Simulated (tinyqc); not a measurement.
Inside a calculation. Model: p-n diode with diffusion and depletion-layer recombination.

tinyqc, about 0.01 s, one thread, Intel Xeon 2.30GHz (shared host): `OMP_NUM_THREADS=1 python tinyqc.py 2260025 2260026 out.jsonl` Printed values are rounded.

Abrupt junction in the depletion approximation, low injection, full ionisation, neutral widths fixed, ohmic contact on the p side. Vj is the junction voltage; where a series resistance Rs is given, V = Vj + J Rs is the terminal voltage.

Values chosen for this exercise; band and dielectric values close to those of silicon: temperature T = 450 K; band gap Eg = 1.14 eV; relative permittivity eps_r = 11.6; conduction-band density of states at T Nc = 5.09e19 cm^-3; valence-band density of states at T Nv = 4.83e19 cm^-3; acceptor density Na = 2.7e18 cm^-3; donor density Nd = 7.8e17 cm^-3; electron mobility in the p side mun = 200 cm^2/(V s); hole mobility in the n side mup = 140 cm^2/(V s); electron lifetime tn = 5e-9 s; hole lifetime tp = 3e-7 s; neutral width of the p side wp = 14 um; neutral width of the n side wn = 11 um; recombination velocity at the n contact Sp = 1e7 cm/s; series resistance Rs = 0.00015 ohm cm^2; trap level above the intrinsic level Et = 0 eV; junction voltage at which recombination is evaluated Vj = 0.54 V; terminal voltage V = 0.72 V.

Constants: q = 1.602176634e-19 C, kB = 1.380649e-23 J/K, Vt = kB T/q, eps0 = 8.8541878128e-14 F/cm where lengths are in cm. Results are converted to the units shown.

## Diffusion lengths and saturation currents

ni = sqrt(Nc Nv) exp(-Eg/(2 Vt)), Eg in volts; D = mu Vt; Ln = sqrt(Dn tn), Lp = sqrt(Dp tp); J0n = q ni^2 Dn coth(wp/Ln)/(Ln Na); J0p = (q ni^2 Dp/(Lp Nd)) (s + tanh(wn/Lp))/(1 + s tanh(wn/Lp)), s = Sp Lp/Dp.

ni = 2.049337e13 cm^-3
Ln = 1.969213 um
Lp = 12.76196 um
J0n = 9.815146e-7 A/cm^2
J0p = 5.261524e-7 A/cm^2

wp/Ln = 7.1 and wn/Lp = 0.86; electrons carry 65.1 % of the diffusion current.

## Recombination in the depleted layer

ni = sqrt(Nc Nv) exp(-Eg/(2 Vt)), Eg in volts. Vbi = Vt ln(Na Nd/ni^2), W = sqrt(2 eps0 eps_r (Vbi - Vj)(1/Na + 1/Nd)/q), xp = W Nd/(Na + Nd), xn = W Na/(Na + Nd); u(x) = q Na (x + xp)^2/(2 eps0 eps_r) for x < 0 and Vbi - Vj - q Nd (xn - x)^2/(2 eps0 eps_r) for x > 0; p = Na exp(-u/Vt), n = Nd exp((u - Vbi + Vj)/Vt); U = ni^2 (exp(Vj/Vt) - 1)/(tp (n + ni exp(Et/Vt)) + tn (p + ni exp(-Et/Vt))); J_scr = q times the integral of U from -xp to xn. Trapezoid rule on 14 equal steps.

W = 26.28567 nm

```
point    x (nm)      u (V)    n (cm^-3)    p (cm^-3)  U (cm^-3 s^-1)
0      -5.89162  0.0000000  1.736189e14       2.7e18     3.457434e22
1      -4.01407  0.0074237  2.102512e14  2.229575e18     4.179032e22
2      -2.13652  0.0296947  3.733906e14  1.255444e18     7.329708e22
3      -0.25897  0.0668132  9.724596e14  4.820467e17     1.730916e23
4       1.61858  0.1116682  3.091899e15  1.516126e17     2.770702e23
5       3.49612  0.1524160  8.842611e15  5.301273e16     1.603129e23
6       5.37367  0.1888745  2.264114e16  2.070439e16     6.791694e22
7       7.25122  0.2210438  5.190135e16  9.031960e15     3.000743e22
8       9.12877  0.2489239  1.065177e17  4.400875e15     1.465661e22
9      11.00632  0.2725147  1.957164e17  2.395154e15     7.981361e21
10     12.88386  0.2918163  3.219553e17  1.456013e15     4.852691e21
11     14.76141  0.3068286  4.741616e17  9.886312e14     3.295175e21
12     16.63896  0.3175517  6.252012e17  7.497921e14     2.499171e21
13     18.51651  0.3239856  7.380332e17  6.351624e14     2.117116e21
14     20.39406  0.3261302       7.8e17  6.009884e14     2.003214e21
```

J_scr = 0.02638693 A/cm^2

With 2000 steps J_scr = 0.02640 A/cm^2; the coarse value is 0.054 % below it. U is largest at x = 1.62 nm among these points; the peak lies where tp n = tn p. On the fine grid U peaks at 2.785e23 cm^-3 s^-1, and J_scr/(q U_max) is 22.5 % of W, the effective width of the recombining zone.

## Starting value

Vj = Vt ln(V/(Rs J0)), the value at which all of V would drop over Rs.

Vj at the start = 0.8485138 V

## Iteration 1: new Vj

J0 = J0n + J0p = 1.507667e-6 A/cm^2

Diffusion current alone: J = J0 (exp(Vj/Vt) - 1), g = Vj + J Rs - V, g' = 1 + Rs J0 exp(Vj/Vt)/Vt, Vj(new) = Vj - g/g'.

J = 4800.000 A/cm^2
g = 0.8485138 V
g' = 19.56723
Vj after iteration 1 = 0.8051497 V

## Iteration 2: new Vj

As before.

J = 1568.865 A/cm^2
g = 0.3204795 V
g' = 7.068641
Vj after iteration 2 = 0.7598115 V

## Iteration 3: new Vj

As before.

J = 487.3265 A/cm^2
g = 0.1129105 V
g' = 2.885063
Vj after iteration 3 = 0.7206753 V

## Course of the iteration

Stop when the step is below 1e-10 V, or after 80 iterations.

Course of the iteration:
```
iteration  Vj before the step (V)   step (V)
1                       0.8485138    -0.0434
2                       0.8051497    -0.0453
3                       0.7598115    -0.0391
4                       0.7206753    -0.0162
5                       0.7044820   -1.40e-3
6                       0.7030839   -7.85e-6
7                       0.7030760  -2.41e-10
8                       0.7030760    < 1e-14
```

Converged in 8 iterations.
